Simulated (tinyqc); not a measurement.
Changing the photon energy: X-ray photoelectron analysis of a thin oxide on a semiconductor: attenuation lengths, thickness, angle series and band offsets. Computed by tinyqc, a small Python program. Command: `OMP_NUM_THREADS=1 python tinyqc.py 3113672 3113673 out.jsonl xps sweep`. One thread of a shared host (Intel(R) Xeon(R) Processor @ 2.30GHz), about 0.01 s of CPU time with the checks.

The same element is seen in the oxide and in the substrate, at nearly the same kinetic energy; films are flat and uniform, and the work function is ignored.

Inputs (values chosen for the exercise, modelled on SiO2 on silicon):
```
quantity                                          value     unit
binding energy of the core level                   99.4       eV
oxide density                                      2.18   g/cm^3
oxide formula mass                                60.08    g/mol
valence electrons per oxide formula                  16        -
oxide gap                                          8.89       eV
substrate density                                  2.33   g/cm^3
substrate formula mass                            28.09    g/mol
valence electrons per substrate formula               4        -
substrate gap                                      1.12       eV
oxide thickness d                                     1       nm
emission angle from the normal                       30  degrees
attenuation length over inelastic mean free path   0.95        -
carbon overlayer                                   0.75       nm
```

Method:
- TPP-2M: lambda = E/(E_p^2 [b ln(c E) - C/E + D/E^2]) in angstrom, E_p = 28.8 sqrt(N_v rho/M), b = -0.10 + 0.944/sqrt(E_p^2 + E_g^2) + 0.069 rho^0.1, c = 0.191/sqrt(rho), U = N_v rho/M, C = 1.97 - 0.91 U, D = 53.4 - 20.8 U, with E = photon energy less binding energy in eV.
- Attenuation length L = factor x lambda.
- R_0 = (rho_o/M_o) L_o/((rho_s/M_s) L_s); peak ratio R = I_ox/I_sub = R_0 [exp(d/(L_o cos theta)) - 1]; hence d = L_o cos theta ln(1 + R/R_0). A carbon layer weakens both peaks alike, by exp(-d_C/(L_o cos theta)) if its L is taken equal to L_o. This R_0 leaves out intrinsic losses from the substrate peak, so calibrated values can be larger.

One run for each value:
```
photon energy (eV)  L in the oxide (nm)  ratio R     R_0  depth 3 L_o cos theta (nm)
300                               0.967    1.343  0.5835                        2.51
400                               1.220    0.896  0.5686                        3.17
533                               1.551    0.620  0.5607                        4.03
711                               1.979    0.441  0.5561                        5.14
949                               2.527    0.320  0.5533                        6.56
1270                              3.234    0.237  0.5515                        8.40
1690                              4.121    0.178  0.5504                       10.71
2250                              5.255    0.135  0.5497                       13.65
3000                              6.713    0.103  0.5492                       17.44
```

Over the rows, L in the oxide (nm) rises from 0.967 to 6.71 (exponent d ln y / d ln x 0.81 between the first rows and 0.85 between the last); ratio R falls from 1.34 to 0.103 (exponent d ln y / d ln x -1.4 between the first rows and -0.94 between the last); R_0 falls from 0.583 to 0.549 (exponent d ln y / d ln x -0.090 between the first rows and -0.0029 between the last).

Extremes, crossings and ranges named in words are read from the listed rows.
